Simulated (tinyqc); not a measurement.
Biaxial strain splits the top of the valence band: sp3s* tight binding, strained.

sp3s* tight binding, nearest neighbours only: anion (a) at 0, cation (c) at a/4 (1,1,1), orbitals s, px, py, pz, s* on each; k in units of 2 pi/a. With phases e_j = exp(i (pi/2) k.n_j) for n = (1,1,1), (1,-1,-1), (-1,1,-1), (-1,-1,1): g0 = (e1+e2+e3+e4)/4, g1 = (e1+e2-e3-e4)/4, g2 = (e1-e2+e3-e4)/4, g3 = (e1-e2-e3+e4)/4. The diagonal holds the levels Esa, Epa, Exa (s*) and Esc, Epc, Exc. Anion-cation block: <sa|sc> = Vss g0; <sa|xc> = Vsapc g1; <xa|sc> = -Vscpa g1; <xa|xc> = Vxx g0; <xa|yc> = <ya|xc> = Vxy g3, <xa|zc> = <za|xc> = Vxy g2, <ya|zc> = <za|yc> = Vxy g1; <s*a|xc> = Vxapc g1; <xa|s*c> = -Vpaxc g1; y and z take g2 and g3 in place of g1; s-s* and s*-s* vanish.

Strain e moves each bond vector to d = (1 + e) d0 (no internal displacement for the diagonal strains used here) and k is given in fractions of the strained reciprocal cell, so the phases stay. Two-centre values Vss_sigma = Vss/4, Vsp_sigma = sqrt3 V/4 for each s-p and s*-p pair, Vpp_sigma = (Vxx + 2 Vxy)/4, Vpp_pi = (Vxx - Vxy)/4 are scaled by (d0/d)^eta and combined with the new direction cosines; the levels on the diagonal stay.

Inputs chosen for the exercise (near a published set for Si, fitted to gaps, whose masses and valley positions are rough; not measured data):
- Esa = -4.196 eV (s level of the anion)
- Epa = 1.711 eV (p level of the anion)
- Esc = -4.196 eV (s level of the cation)
- Epc = 1.711 eV (p level of the cation)
- Exa = 6.681 eV (s* level of the anion)
- Exc = 6.681 eV (s* level of the cation)
- Vss = -8.305 eV (s-s)
- Vxx = 1.719 eV (px-px)
- Vxy = 4.58 eV (px-py)
- Vsapc = 5.717 eV (s anion, p cation)
- Vscpa = 5.717 eV (s cation, p anion)
- Vxapc = 5.375 eV (s* anion, p cation)
- Vpaxc = 5.375 eV (p anion, s* cation)
- eta = 2 (scaling exponent)
- D001 = 0.78 (ratio -ezz/exx)

No spin-orbit coupling; k = 0; exx = eyy = e, ezz = -D001 e. The four bonds keep equal lengths, and the sums over them give Vxx(e) for px and py and Vzz(e) for pz; each level is the lower root of [[Epa, V], [V, Epc]], and the s level the upper root of the s block. The shear potential b follows from E(x,y) - E(z) = 3 b (exx - ezz), taken as the slope between e = -0.005 and 0.005.

Couplings and levels at Gamma (eV):

| e | ezz | Vxx(e) | Vzz(e) | E(x,y) | E(z) | E(x,y) - E(z) (meV) | upper s level |
|---|---|---|---|---|---|---|---|
| -0.020 | 0.0156 | 1.6348 | 1.9708 | 0.0762 | -0.2598 | 336.0 | 4.2433 |
| -0.010 | 0.0078 | 1.6778 | 1.8433 | 0.0332 | -0.1323 | 165.5 | 4.1764 |
| -0.005 | 0.0039 | 1.6986 | 1.7807 | 0.0124 | -0.0697 | 82.1 | 4.1427 |
| 0.005 | -0.0039 | 1.7390 | 1.6581 | -0.0280 | 0.0529 | -80.9 | 4.0752 |
| 0.010 | -0.0078 | 1.7585 | 1.5979 | -0.0475 | 0.1131 | -160.6 | 4.0413 |
| 0.020 | -0.0156 | 1.7963 | 1.4801 | -0.0853 | 0.2309 | -316.2 | 3.9733 |

b = -3.053 eV

Under tension in the plane (e > 0) the bonds tilt towards the plane, Vxx grows to 1.7585 and Vzz falls to 1.5979 eV at e = 0.01, and the pz state forms the top of the valence band, by 160.6 meV; under compression (e = -0.01) the px, py pair does, by 165.5 meV. The slope gives b = -3.05 eV, a rough value, since on-site strain terms are left out (measured values lie near -2 eV).

Computed by tinyqc, a small Python program: `OMP_NUM_THREADS=1 python tinyqc.py 1481471 1481472 out.jsonl` (the numbers bound the seed that draws the inputs); one thread of a shared host (Intel(R) Xeon(R) Processor @ 2.30GHz), about 0.1 s for the whole set of steps.
